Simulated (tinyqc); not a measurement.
A ladder of methods, and size consistency: correlation methods against full CI in the 6-31g basis, for H2, spin multiplicity 1. Computed by the program tinyqc with PySCF. Command: `OMP_NUM_THREADS=1 python tinyqc.py 114446 114447 out.jsonl`; one thread of a shared host (Intel(R) Xeon(R) Processor @ 2.60GHz), about 0.3 s.

Geometry (angstrom):
```
atom       x       y       z
H     0.0000  0.0000  0.0000
H     0.0000  0.0000  1.0160
```

RHF energy of one = -1.091851 hartree

All electrons correlated; +Q is the Davidson correction (1 - c0^2) E_corr. The last columns treat two copies 100 angstrom apart as one system. FCI is the lowest singlet.

Correlation energies (hartree):
```
method   E_corr of one  share of FCI (%)  E_corr of two at 100 angstrom  two minus twice one (mhartree)
MP2          -0.020617           63.4188                      -0.041233                          0.0000
CISD         -0.032509          100.0000                      -0.063214                          1.8036
CISD+Q       -0.033467          102.9471                      -0.066612                          0.3213
CCSD         -0.032509          100.0000                      -0.065017                          0.0000
CCSD(T)      -0.032509          100.0000                      -0.065017                          0.0000
FCI          -0.032509          100.0000                              -                               -
```

MP2 recovers 63 %, CISD 100.0 % and CCSD 100.0 % of the FCI value (c0^2 = 0.971 in CISD). MP2 and coupled cluster are size consistent, so their last column vanishes; CISD loses 1.80 mhartree, since a double excitation on each copy is a quadruple of the pair, and the Davidson correction leaves +0.32. With two electrons, or one virtual orbital, CISD and CCSD are exact for one copy, so +Q overshoots there.
